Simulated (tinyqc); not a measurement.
Trap density from the barrier height.

Problem. In a partly depleted grain with all boundary traps filled, 2 N W = Qt and VB = q N W^2/(2 eps0 eps_r). Find Qt, W and the doping at which VB would equal Vt.

Values chosen for this exercise:
- T = 350 K (temperature)
- eps_r = 11.7 (relative permittivity)

Constants: q = 1.602176634e-19 C, kB = 1.380649e-23 J/K, Vt = kB T/q, eps0 = 8.8541878128e-14 F/cm where lengths are in cm. Results are converted to the units shown.

doping = 3.6e18 cm^-3
barrier height = 0.094728769 V

Solution. Eliminating W gives VB = q Qt^2/(8 eps0 eps_r N), which falls as 1/N.

Qt = 4.20e12 cm^-2
W = 5.83 nm
doping for VB = Vt = 1.13e19 cm^-3

Computed by the program tinyqc: `OMP_NUM_THREADS=1 python tinyqc.py 2830073 2830074 out.jsonl`, one thread of a shared Intel Xeon 2.30GHz, about 0.01 s for the whole run.
